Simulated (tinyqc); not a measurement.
Heavy doping: gap narrowing, degeneracy and the minority density, step by step. Values are carried at full precision from step to step, so a last printed digit may differ when a step is redone from the rounded ones.

Empirical narrowing (Slotboom form, constants chosen for the exercise; published fits of this form give the apparent narrowing, here it is taken as the true one): dEg = E0 [ln(N/N0) + sqrt(ln(N/N0)^2 + C)].

Constants: kB = 8.617333262e-05 eV/K; e^2/(4 pi eps0) = 14.39964547 eV angstrom.

Values chosen for the exercise (gap and densities of states near those of GaAs at this temperature; narrowing constants of the size fitted for Si, not for this material; shifted at random, so the results belong to these values and not to a real crystal): N = 1.9e+18 1/cm^3 (ionised acceptors, equal to the majority density); E0 = 9.31 meV (narrowing scale); N0 = 1.1e+17 1/cm^3 (onset density); C = 0.5 (smoothing constant); Nv = 9.27e+18 1/cm^3 (valence-band density of states); Eg = 1.426 eV (gap); Nc = 4.29e+17 1/cm^3 (conduction-band density of states); T = 300 K; eps = 13.1 (dielectric constant); Mv = 1 (majority valleys).

## Gap narrowing

Evaluate at N.

ln(N/N0) = 2.8491
dEg (empirical fit) = 53.86 meV

Well above N0 each decade of doping adds 2 E0 ln 10 = 42.9 meV.

## Degeneracy of the majority band

F_j(eta) = (1/Gamma(j + 1)) integral_0^infinity x^j dx/(1 + exp(x - eta)), which tends to exp(eta) for eta << 0.

Majority: N = Nv F_1/2(eta), eta the distance of EF beyond the majority band edge in kT. Degeneracy factor gam = F_1/2(eta)/exp(eta). ni0^2 = Nc Nv exp(-Eg/kT); product n p = ni0^2 gam exp(dEg/kT), dEg the true narrowing; apparent narrowing dEa = dEg + kT ln gam; minority density = n p/N.

Solve for eta and form gam.

N/Nv = 0.2050
eta = -1.5127
gam = 0.9303

## Product and minority density

Combine both effects.

ni0 = 2.10e+06 1/cm^3
exp(dEg/kT) = 8.03
dEa = 52.0 meV
sqrt(n p) = 5.74e+06 1/cm^3
minority density = 1.73e-05 1/cm^3

Narrowing multiplies the product by 8.03 and degeneracy by 0.930; together they change the minority density by a factor 7.47 against ni0^2/N.

## Two estimates of the size

Two physical estimates, e2 = e^2/(4 pi eps0), N in 1/angstrom^3: exchange shift at the Fermi level, Ex = (e2/eps) kF/pi with kF = (3 pi^2 N/Mv)^(1/3); screened-pair energy (Lanyon-Tuft), Es = (3/4)(e2/eps) qs with qs^2 = (4 pi e2 N/(eps kT)) F_-1/2(eta)/F_1/2(eta).

Evaluate both at N.

kF = 0.03832 1/angstrom
Ex = 13.41 meV
Es = 25.37 meV

Against the fitted dEg = 53.9 meV, Ex is 0.25 and Es 0.47 times as large; each keeps one mechanism only, and Ex assumes a strongly degenerate gas, while here eta is only -1.51.

## Checks

- Minority density against the Boltzmann occupation of the other band at the narrowed gap (1/cm^3): both 1.731e-05.

Run: tinyqc, `OMP_NUM_THREADS=1 python tinyqc.py 1682439 1682440 out.jsonl`; Intel(R) Xeon(R) Processor @ 2.30GHz, one thread, shared host; about 0.01 s of CPU time with all checks.
